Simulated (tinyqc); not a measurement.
Inside a calculation. Model: ellipsometry and reflectance of a transparent film on an absorbing substrate.

Computed by the program tinyqc: `OMP_NUM_THREADS=1 python tinyqc.py 2870182 2870183 out.jsonl`, one thread of a shared Intel Xeon 2.30GHz, about 0.01 s for the whole run. Printed values are rounded.

Air (index 1), film, substrate with N2 = n2 - i k2; time factor exp(+i w t). q_j = sqrt(N_j^2 - sin^2 th), root with positive real part. Fresnel coefficients r_s = (q_a - q_b)/(q_a + q_b), r_p = (N_b^2 q_a - N_a^2 q_b)/(N_b^2 q_a + N_a^2 q_b). tan(Psi) exp(i Delta) = R_p/R_s, Delta taken from 0 to 360 degrees.

Values chosen for this exercise; indices close to those of silicon dioxide on silicon: wavelength lam = 546.1 nm; angle of incidence th = 65 degrees; index of the transparent film n1 = 1.469; film thickness d = 8.1 nm; index of the substrate n2 = 4.086; extinction coefficient of the substrate k2 = 0.031.

## Interface coefficients and thickness period

q0, q1, q2 and the coefficients r01 and r12 for p and s; the results repeat in d with the period lam/(2 q1).

q0 = 0.422618
q1 = 1.15610
q2 = 3.98423-0.03179i
r01,p = -0.118034
r01,s = -0.464606
r12,p = 0.383671-0.003068i
r12,s = -0.550201+0.002782i
period = 236.182 nm

## Psi, Delta and reflectances

beta = 2 pi d q1/lam, X = exp(-2 i beta), R = (r01 + r12 X)/(1 + r01 r12 X) for p and s.

beta = 0.107743 rad
X = 0.976873-0.213822i
R_p = 0.266976-0.091766i
R_s = -0.804251+0.060337i
Psi = 19.2918 degrees
Delta = 165.321 degrees
|R_p|^2 = 0.0796973
|R_s|^2 = 0.650460

The bare substrate gives Psi = 19.00 and Delta = 179.41 degrees.
